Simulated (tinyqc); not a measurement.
Effective mass of the light-hole band from tabulated energies: one step. Which mass for which use. Four cases, with inputs chosen for the exercise.

Problem. From the fitted m and alpha: momentum mass at energy E, m (1 + 2 alpha E); curvature mass m (1 + 2 alpha E)^3; thermal factors to first order in alpha kT: density of states Nc (1 + 15 alpha kT/4), conductivity mass m (1 + 5 alpha kT). Take E = 3 kT/2.

Constants: kB = 8.617333262e-05 eV/K.

Case 1.

Values chosen (out of a larger set: band of an eight-band Kane model near CdTe; not measured data): T = 300 K (temperature).

m = 0.1091305 m0
alpha = 1.07676 1/eV

Case 2.

Values chosen (out of a larger set: band of an eight-band Kane model near InAs; not measured data): T = 77 K (temperature).

m = 0.0257078 m0
alpha = 3.84502 1/eV

Case 3.

Values chosen (out of a larger set: band of an eight-band Kane model near InSb; not measured data): T = 300 K (temperature).

m = 0.0148708 m0
alpha = 4.83056 1/eV

Case 4.

Values chosen (out of a larger set: band of an eight-band Kane model near InAs; not measured data): T = 300 K (temperature).

m = 0.0269662 m0
alpha = 3.14299 1/eV

Give: alpha kT; momentum mass; curvature mass; factor on Nc; thermal conductivity mass.

Solution.

Case 1.

alpha kT = 0.0278
momentum mass = 0.11824 m0
curvature mass = 0.13882 m0
factor on Nc = 1.1044
thermal conductivity mass = 0.12432 m0

alpha kT is small, so first order serves. For a warped valence band one direction does not stand for the whole band.

Case 2.

alpha kT = 0.0255
momentum mass = 0.02768 m0
curvature mass = 0.03207 m0
factor on Nc = 1.0957
thermal conductivity mass = 0.02899 m0

alpha kT is small, so first order serves. For a warped valence band one direction does not stand for the whole band.

Case 3.

alpha kT = 0.1249
momentum mass = 0.02044 m0
curvature mass = 0.03863 m0
factor on Nc = 1.4683
thermal conductivity mass = 0.02416 m0

alpha kT is not small, so first order is only a guide. For a warped valence band one direction does not stand for the whole band.

Case 4.

alpha kT = 0.0813
momentum mass = 0.03354 m0
curvature mass = 0.05188 m0
factor on Nc = 1.3047
thermal conductivity mass = 0.03792 m0

alpha kT is not small, so first order is only a guide. For a warped valence band one direction does not stand for the whole band.

Computed by tinyqc, one run a case: `OMP_NUM_THREADS=1 python tinyqc.py N N+1 out.jsonl` with N = 1850081, 1850446, 1850514, 1850554; one thread of a shared Intel(R) Xeon(R) Processor @ 2.30GHz, about 0.01 s a run at most.
